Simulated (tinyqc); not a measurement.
Inside a calculation: deformation-potential model of the X valleys of a conduction band. Values are carried at full precision from step to step, so a last printed digit may differ when a step is redone from the rounded ones.

s11 = (C11 + C12)/((C11 - C12)(C11 + 2 C12)), s12 = -C12/((C11 - C12)(C11 + 2 C12)), s44 = 1/C44; exx = s11 sxx + s12 (syy + szz) and cyclic, exy = s44 sxy/2; tension is positive. A uniaxial stress X along the unit vector n is s_ij = X n_i n_j.

Constants: kB = 8.617333262e-05 eV/K; hbar^2/2m0 = 3.80998211 eV angstrom^2.

Values chosen for the exercise (near those of AlAs; not measured data):
- C11 = 128.3 GPa
- C12 = 52.1 GPa
- C44 = 52.6 GPa
- load = uniaxial [100] (kind of stress)
- X = 0.27 GPa (stress)
- Xd = 1.01 eV (dilation potential)
- Xu = 5.9 eV (uniaxial potential)
- T = 400 K (temperature)
- ml = 1.12 m0 (longitudinal mass)
- mt = 0.197 m0 (transverse mass)

## Strain from a uniaxial [100] stress

Form the compliances and the strain.

s11, s12, s44 (1/TPa): 10.1826  -2.9408  19.0114

strain tensor:
```
,x,y,z
x,0.002749,0.000000,0.000000
y,0.000000,-0.000794,0.000000
z,0.000000,0.000000,-0.000794
```

## Valley shifts

Valleys with axes along x, y and z, one whole valley each. Herring-Vogt shift of a valley with unit axis a: dE = Xd tr(e) + Xu a.e.a. Non-degenerate shares n_i = exp(-dE_i/kT)/sum_j exp(-dE_j/kT). Inverse mass tensor of a valley: (1 - a a)/mt + a a/ml; the masses are taken as independent of strain.

Apply the Herring-Vogt formula to each valley.

Xd tr(e) = 1.17 meV

a.e.a: x 0.002749, y -0.000794, z -0.000794

shifts dE (meV): x 17.39, y -3.51, z -3.51

The lowest valleys are y and z, 20.9 meV below the highest; the mean shift over all valleys is (Xd + Xu/3) tr(e) = 3.46 meV.

## Shares of the electrons

Boltzmann factors of the shifts.

kT = 34.469 meV

shares: x 0.2142, y 0.3929, z 0.3929

effective number of valley axes, 1/(largest share) = 2.545

## Conductivity mass tensor

With one scattering time for all valleys the conductivity goes as M = sum_i n_i (inverse mass tensor of valley i); along the unit vector u, 1/m_c = u.M.u. Without stress 1/m_c = (1/ml + 2/mt)/3. Take u along [001].

M (1/m0):
```
,x,y,z
x,4.180,0.000,0.000
y,0.000,3.433,0.000
z,0.000,0.000,3.433
```

m_c along [001] = 0.2913 m0
m_c without stress = 0.2716 m0

The repopulation alone changes the mobility along [001] by -6.8 %; with all electrons in the valleys lightest or heaviest along this direction it would change by +38 or -76 %.

## Effective density of states

Each of the 3 whole valleys has m_d = (ml mt^2)^(1/3) and N = 2 (m_d kT/(4 pi c))^(3/2), c = hbar^2/2m0. Counted from the lowest edge, Nc = N x sum_i exp(-(dE_i - dE_min)/kT). 1 angstrom^-3 = 1e24 cm^-3.

m_d = 0.3516 m0
N of one valley = 8.055e+18 cm^-3
Nc under stress = 2.050e+19 cm^-3
Nc without stress = 2.416e+19 cm^-3

## Piezoresistance from repopulation

For small stress d(rho)/rho = pi X. For valleys on the cube axes pi11 = -(2/3) Xu (s11 - s12)/kT x (K - 1)/(2K + 1), pi12 = -pi11/2, pi44 = 0, K = ml/mt. For stress along [110]: pi_l = (pi11 + pi12 + pi44)/2 with the current along it and pi_t = (pi11 + pi12 - pi44)/2 with the current along [1-10]. 1/GPa = 100 x 1e-11/Pa.

K = 5.685

pi11, pi12, pi44 (1e-11/Pa): -56.7  28.4  0.0

pi_l, pi_t for [110] (1e-11/Pa): -14.2  -14.2

Only the transfer between valleys is counted; changes of mass and of intervalley scattering add to it in a real crystal.

## Checks

- Conductivity mass at zero stress against 3/(1/ml + 2/mt): both 0.2716126.
- Piezoresistance coefficients by finite differences against the closed form: largest difference 4.1e-09.

Run: tinyqc, `OMP_NUM_THREADS=1 python tinyqc.py 1081034 1081035 out.jsonl`; Intel(R) Xeon(R) Processor @ 2.30GHz, one thread, shared host; about 0.03 s of CPU time with all checks.
